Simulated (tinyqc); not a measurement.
The whole curve: space-charge-limited current through a thin insulating or semi-insulating film with traps. Computed by tinyqc, a small Python program. Command: `OMP_NUM_THREADS=1 python tinyqc.py 3012386 3012387 out.jsonl sclc walk`. One thread of a shared host (Intel(R) Xeon(R) Processor @ 2.30GHz), about 0.01 s of CPU time with the checks.

One ohmic injecting contact at x = 0 (field zero), drift only, non-degenerate free carriers.

Inputs (values chosen for the exercise, modelled on HfO2):
```
quantity                                            value        unit
permittivity eps                                       22           -
band mobility mu                                    0.061  cm^2/(V s)
effective density of states N_c                   1.1e+20      1/cm^3
trap density N_t                                  5.6e+15      1/cm^3
equilibrium Fermi level below the band edge, E_0     0.83          eV
thickness d                                          2300          nm
temperature T                                         300           K
characteristic temperature T_c                        900           K
```

Traps: exponential tail.

Constants: k_B = 8.617333262e-05 eV/K; eps_0 = 8.8541878128e-12 F/m; e = 1.602176634e-19 C.

Method:
- Free density n_0 = N_c exp(-E_0/k_B T) in equilibrium; trapped density n_t(n) = N_t (n/N_c)^(T/T_c) (the low-temperature form).
- J = e mu n F and (eps eps_0/e) dF/dx = n - n_0 + n_t(n) - n_t(n_0) = rho(n). With F = J/(e mu n): d = (eps eps_0 J/(e^2 mu)) I_1 and V = (eps eps_0 J^2/(e^3 mu^2)) I_2, I_k = int_(n_L)^infinity dn/(n^(k+1) rho(n)), n_L the density at the anode; with u = n_L/n, 200 Gauss-Legendre points in t, u = 1 - (1 - t)^2.
- The last column is d ln J/d ln V up to the next row.

Current against voltage:
```
n_L (1/cm^3)       V (V)  J (A/cm^2)   slope
1.30e+06      5.4393e-05  3.7248e-15  2.0831
1.30e+07      5.9860e-04  5.5066e-13  3.2986
1.40e+08      1.7066e-03  1.7447e-11  3.6821
1.40e+09      4.0416e-03  4.1727e-10  3.8203
1.40e+10      9.1507e-03  9.4671e-09  3.7710
1.50e+11      2.1479e-02  2.3640e-07  3.4206
1.50e+12      5.5007e-02  5.8968e-06  2.7950
1.50e+13      1.9303e-01  1.9700e-04  2.2878
1.60e+14      1.1731e+00  1.2231e-02  2.0759
1.60e+15      9.8195e+00  1.0070e+00  2.0175
1.60e+16      9.3986e+01  9.5967e+01  2.0038
1.70e+17      9.8880e+02  1.0717e+04       -
```

What follows from these numbers?

The slope starts at 2.08, peaks at 3.8 between 0.00404 and 0.00915 V and ends at 2.00. Rows below 0.26 V (10 k_B T/e) are formal, since diffusion from the contact rules there. Self-heating is left out, although J V exceeds 1e5 W/cm^2 at the last row. Rows above 690 V are formal, since the mean field exceeds 3 MV/cm and breakdown sets in. An exponential tail gives the power law T_c/T + 1 = 4.00, which the middle rows approach.

Extremes, crossings and ranges named in words are read from the listed rows.
